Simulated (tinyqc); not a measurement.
Extended Hueckel theory, for BeH2+, step by step. The parameters take no account of the charge, which enters only through the electron count. One step of it, computed by the program tinyqc.

Task: Mulliken analysis. P = C n C^T; charge = valence electrons (Be 2, H 1) minus the sum of (P S)_ii on the atom; overlap population = 2 sum P_ij S_ij between two atoms.

coefficients, order 1Be 2s, 1Be 2px, 1Be 2py, 1Be 2pz, 2H 1s, 3H 1s:
$$\begin{pmatrix}
0.320102 & 0.000000 & -0.193240 & 0.000000 & 1.278192 & 0.000000 \\
0.000000 & 0.000000 & 0.000000 & 1.000000 & 0.000000 & 0.000000 \\
0.000000 & 0.120551 & 0.000000 & 0.000000 & 0.000000 & 1.651518 \\
0.000038 & 0.000000 & 0.980719 & 0.000000 & 0.225020 & 0.000000 \\
0.526859 & 0.650435 & 0.068763 & 0.000000 & -0.759172 & -1.002552 \\
0.526859 & -0.650435 & 0.068763 & 0.000000 & -0.759172 & 1.002552
\end{pmatrix}$$

occupations: [2.000000, 1.000000, 0.000000, 0.000000, 0.000000, 0.000000]

overlap S, order 1Be 2s, 1Be 2px, 1Be 2py, 1Be 2pz, 2H 1s, 3H 1s:
$$\begin{pmatrix}
1.000000 & 0.000000 & 0.000000 & 0.000000 & 0.474586 & 0.474586 \\
0.000000 & 1.000000 & 0.000000 & 0.000000 & 0.000000 & 0.000000 \\
0.000000 & 0.000000 & 1.000000 & 0.000000 & 0.552216 & -0.552216 \\
0.000000 & 0.000000 & 0.000000 & 1.000000 & 0.060194 & 0.060194 \\
0.474586 & 0.000000 & 0.552216 & 0.060194 & 1.000000 & 0.040018 \\
0.474586 & 0.000000 & -0.552216 & 0.060194 & 0.040018 & 1.000000
\end{pmatrix}$$

Give: charges; Overlap populations.

Result:

charges: 1Be 1.3738, 2H -0.1869, 3H -0.1869

Overlap populations:
```
pair     value
2-1   0.406756
3-1   0.406756
3-2   0.010572
```
